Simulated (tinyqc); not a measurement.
What each parameter does: hole subbands of a hard-walled well, four-band Luttinger model.

Hole energies are counted downwards from the unstrained band edge, c = hbar^2/2m0. After the usual block transformation one block is H = [[P + Q - Zs, R - i S], [R + i S, P - Q + Zs]] in (heavy, light), with P +/- Q = c [(g1 +/- g2) k^2 + (g1 -/+ 2 g2) kz^2], R = sqrt(3) c gR k^2, S = 2 sqrt(3) c g3 k kz, kz = -i d/dz; axial approximation gR = (g2 + g3)/2. Zs = b (e_par - e_perp) is the shear part of the strain (the hydrostatic part shifts all levels alike and is left out). Basis sqrt(2/L) sin(n pi z/L), n = 1 to N, for each component: kz^2 gives (n pi/L)^2 and the heavy-light block is R delta_nm - 2 sqrt(3) c g3 k D_nm with D_nm = 4 n m/(L (n^2 - m^2)) for n + m odd, 0 otherwise. The other block has the same levels. The split-off band is left out, a severe simplification for a spin-orbit splitting near 0.04 eV.

Constants: hbar^2/2m0 = 3.80998211 eV angstrom^2.

Parameters, chosen for this exercise (near those of Si; the results hold for these values, not for the real material): g1 = 4.25 (Luttinger gamma1); g2 = 0.34 (gamma2); g3 = 1.43 (gamma3); L = 145 angstrom (well width along [001]); Zs = 0 eV (shear strain energy); k = 0.0158 1/angstrom (wave vector in the plane).

N = 20; the three lowest hole energies at the given k and the heavy weight of the lowest.

Results for these values:
```
case  E1 (meV)  E2 (meV)  E3 (meV)  heavy weight
base      8.78     11.59     29.44         0.703
```

What happens to each result for k = 0.0205 1/angstrom, all else kept?

Answer: E1 rises from 8.78 to 9.94; E2 rises from 11.59 to 13.92; E3 rises from 29.44 to 31.84; heavy weight falls from 0.703 to 0.573.

The same for each parameter in turn:
```
case                   E1 (meV)  E2 (meV)  E3 (meV)  heavy weight
base                       8.78     11.59     29.44         0.703
g1 = 4.59                  9.79     12.68     32.15         0.710
g2 = 0.37                  8.73     11.62     29.14         0.714
g3 = 1.32                  9.03     11.78     29.51         0.722
L = 155 angstrom           7.90     10.57     26.21         0.665
Zs = 0.02 eV              -9.78      7.55     33.62         0.992
k = 0.0205 1/angstrom      9.94     13.92     31.84         0.573
```

(tinyqc, `OMP_NUM_THREADS=1 python tinyqc.py 1281338 1281339 out.jsonl`, Intel(R) Xeon(R) Processor @ 2.30GHz, 1 thread, shared host, about 0.2 s.)
